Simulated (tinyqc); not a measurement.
Comparisons within one model: inter-valley coupling by envelope functions against a chain of atomic planes. A value that a table varies takes the place of the one given here.

Chain: E(phi) = e0 + 2 v cos(phi) + 2 u cos(2 phi), cos(phi0) = -v/(4u), e0 = 2u + v^2/(4u); plane j = 0, 1, ... has the potential V_j = dE x_j + F (j - 30) a/4 (1 MV/m = 1e-4 V/angstrom). There are 30 barrier planes a side; with y = j - 29.5, x_j = xb (f(y) + f(Nw - y)), f(y) = 1/(1 + exp(y/L)), plus any Ge added in the well. The valley splitting is the spacing of the two lowest levels. Envelope theory: F_j solves a one-valley chain with hopping -b and diagonal 2b + V_j, b = 4u sin^2(phi0), sum F_j^2 = 1; the valleys couple by Dv = sum_j F_j^2 V_j exp(-2 i phi0 j) and split by 2|Dv|.

Inputs chosen for the exercise (near those of the Delta valleys of silicon in a SiGe well; shifted at random, so the results belong to these values and not to a real crystal):
- a = 5.431 angstrom (lattice constant; planes lie a/4 apart)
- u = 0.613 eV (second-neighbour hopping)
- v = 0.669 eV (nearest hopping)
- Nw = 52 (planes in the well)
- L = 1.25 planes (interface width)
- xb = 0.28 (Ge fraction of the barriers)
- dE = 0.64 eV (offset per unit Ge fraction)
- F = 8 MV/m (field)
- xs = 0.04 (Ge fraction added on that plane)
- xw = 0.009 (mean Ge fraction of the wiggle)
- x0 = 1719 (start of the number sequence)
- na = 12000 (atoms a plane under the dot)
- js = 53 (plane j of a Ge spike (the well starts at j = 30))

## Position of the spike

The spike is moved through the well; position counted from the first well plane, j - 30.

Against position:

| j - 30 | F_j^2, smooth | mean of the doublet (meV) | splitting, chain (micro-eV) | envelope | first order |
|---|---|---|---|---|---|
| 3 | 0.01581 | 29.42 | 740 | 731 | 810 |
| 6 | 0.02849 | 29.71 | 1327 | 1313 | 1459 |
| 10 | 0.04166 | 30.03 | 1975 | 1960 | 2133 |
| 16 | 0.04421 | 30.12 | 2144 | 2133 | 2263 |
| 21 | 0.03414 | 29.86 | 1630 | 1625 | 1748 |
| 26 | 0.02139 | 29.54 | 993 | 990 | 1095 |
| 34 | 0.00705 | 29.21 | 319 | 318 | 361 |
| 42 | 0.00148 | 29.08 | 67 | 66 | 76 |
| 49 | 0.00018 | 29.05 | 8 | 8 | 9 |

The splitting is largest at plane 16 among these rows (2144 micro-eV), and the smooth envelope peaks at plane 14, counting all planes; without a spike it is 0.75. Where the splitting exceeds 20 micro-eV the envelope theory lies within 1.2 % of the chain and first order within 13 %.

## A periodic Ge profile (wiggle well)

periods (planes): pi/phi0 1.70079, pi/(pi - phi0) 2.42696

Added fraction xw (1 - cos(2 pi (j - 30)/p)) on the well planes; p = f times the resonant period pi/(pi - phi0). At resonance the estimate is dE xw.

Against period:

| f | p (planes) | mean of the doublet (meV) | splitting, chain (micro-eV) | envelope |
|---|---|---|---|---|
| 0.90 | 2.1843 | 34.67 | 457 | 490 |
| 0.95 | 2.3056 | 34.58 | 2824 | 2917 |
| 0.98 | 2.3784 | 34.67 | 5074 | 5117 |
| 0.99 | 2.4027 | 34.71 | 5514 | 5515 |
| 1.00 | 2.4270 | 34.73 | 5677 | 5642 |
| 1.01 | 2.4512 | 34.72 | 5553 | 5495 |
| 1.02 | 2.4755 | 34.68 | 5178 | 5110 |
| 1.05 | 2.5483 | 34.59 | 3305 | 3220 |
| 1.10 | 2.6697 | 34.64 | 980 | 916 |
| 1.50 | 3.6404 | 34.73 | 23 | 22 |
| 3.00 | 7.2809 | 34.74 | 4 | 4 |

The splitting peaks at f = 1 with 5.68 meV, against the estimate dE xw = 5.76 meV, and is 0.89 and 0.91 of the value at f = 1 two per cent off to either side: the width of the resonance is set by the number of periods under the envelope. At f = 3 it is 4 micro-eV. The chain has one orbital a plane and knows only this resonance; longer periods that work through other bands are outside it.

## Random alloy fluctuations

A uniform fraction x is added on all planes. Each plane j then fluctuates by q sqrt(x_j (1 - x_j)/na) in Ge fraction, q = sqrt12 (z/2147483647 - 1/2) with z(new) = 16807 z mod 2147483647 from x0, restarted for each row; 24 samples. Theory: Dv is a complex Gaussian with sigma^2 = dE^2 sum F_j^4 x_j (1 - x_j)/na, and the mean splitting is sqrt(pi) sigma if the smooth part is negligible.

Splitting (micro-eV):

| x | sigma | sqrt(pi) sigma | mean of 24 | least | largest |
|---|---|---|---|---|---|
| 0.00 | 30.7 | 54.4 | 54.5 | 5.9 | 98.5 |
| 0.01 | 109.2 | 193.6 | 190.5 | 31.7 | 555.6 |
| 0.02 | 150.7 | 267.1 | 265.4 | 53.9 | 757.9 |
| 0.05 | 231.7 | 410.6 | 411.0 | 77.1 | 1151.4 |
| 0.10 | 317.6 | 562.9 | 564.7 | 102.8 | 1568.1 |

Without added Ge the disorder sits in the barriers, where the state is small: mean 54.5 micro-eV, against 0.75 for the smooth well. With 5 % Ge in the well the mean is 411, theory 411, with a statistical error of about 11 % for 24 samples; the miss is 0 %, and since every row reuses one sequence the rows with added Ge miss alike. The spread grows with the mean: at 5 % the samples run from 77 to 1151, so small splittings remain possible. sigma falls as 1/sqrt(na) for larger dots. A chain with one orbital a plane has no Bloch-function factor, which scales all these couplings down in fuller models.

## What each parameter does

Chain with the spike on plane js. Each row changes one parameter from the base and keeps the others.

Results:

| case | level (meV) | splitting (micro-eV) |
|---|---|---|
| base | 29.729 | 1366.9 |
| Nw = 58 | 29.677 | 1366.7 |
| L = 1.75 planes | 30.675 | 1461.5 |
| xb = 0.33 | 30.197 | 1420.9 |
| dE = 0.704 eV | 30.068 | 1527.1 |
| F = 10 MV/m | 33.876 | 1194.1 |
| js = 56 | 29.542 | 992.6 |
| xs = 0.052 | 29.915 | 1737.2 |

The largest shifts from the base row, up to three for each result and ties (the steps differ in size, so this ranks the rows, not the parameters). level (meV): F +4.147, L +0.946, xb +0.467. splitting (micro-eV): js -374.3, xs +370.4, F -172.7.

Run: tinyqc, `OMP_NUM_THREADS=1 python tinyqc.py 1452398 1452399 out.jsonl`; Intel(R) Xeon(R) Processor @ 2.30GHz, one thread, shared host; about 0.05 s of CPU time with all checks.
